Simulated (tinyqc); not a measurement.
The internal displacement: deformation potentials from a strained empirical pseudopotential.

Diamond lattice, no spin-orbit coupling. Atomic form factor V(q) = a1 (q^2 - a2)/(a3 exp(a4 q^2) - 1) in rydberg with q in 1/bohr, for the unstrained cell. Under a strain e the reciprocal vectors and k go over into (1 + e)^(-1) G, the atoms sit at +/- tau with tau = (1 + e) a (1,1,1)/8 - zeta a (eyz, ezx, exy)/4, and H(G,G') = c |k + G|^2 delta + (V(q)/det(1 + e)) cos(q.tau), q = G - G', with the term q = 0 left out; c = hbar^2/2m0. The basis is fixed before straining: all G with |k + G|^2 up to 16 (2 pi/a)^2. k is given in units of 2 pi/a of the unstrained cell.

Constants: hbar^2/2m0 = 3.80998211 eV angstrom^2; Ry = 13.60569312 eV; a0 (Bohr radius) = 0.5291772105 angstrom.

Parameters, chosen for this exercise (out of a larger set: a germanium-sized cell with gaps well above those of Ge; not measured data): a = 5.657 angstrom (lattice constant); A = (0.395, 2.402, 2.082, 0.45) (a1 (Ry bohr^2), a2 (1/bohr^2), a3, a4 (bohr^2)); h = 0.005 (size of the test strain).

Xu of L (level 5, the lowest empty one) and d from exy = eyz = ezx = h for several zeta: Xu = [E(L [111]) - E(L [1-1-1])]/((8/3) h), d = (single valence level - pair)/(3 sqrt(3) h). zeta = 0 strains the bonds with the lattice; zeta = 1 keeps all four bond lengths equal to first order.

Results:

| zeta | Xu (L) (eV) | d (eV) |
|---|---|---|
| 0.00 | 9.49 | 1.49 |
| 0.25 | 10.55 | -0.85 |
| 0.50 | 11.63 | -3.18 |
| 0.60 | 12.07 | -4.12 |
| 0.75 | 12.72 | -5.52 |
| 1.00 | 13.83 | -7.85 |

What does the comparison show, and why?

From zeta = 0 to 1, d goes from 1.49 to -7.85 eV and Xu (L) from 9.49 to 13.83 eV, both nearly linearly: the displacement is an optical-phonon mode, and d = d(0) - zeta d0/4 gives its deformation potential d0 = 37 eV. Leaving the relaxation out (zeta = 0 for 0.5) moves d by +4.67 eV, which reverses its sign, and Xu (L) by -2.15 eV. Tetragonal strain has no such freedom.

Run: tinyqc, `OMP_NUM_THREADS=1 python tinyqc.py 1850240 1850241 out.jsonl`; Intel(R) Xeon(R) Processor @ 2.30GHz, one thread, shared host; about 0.2 s of CPU time with all checks.
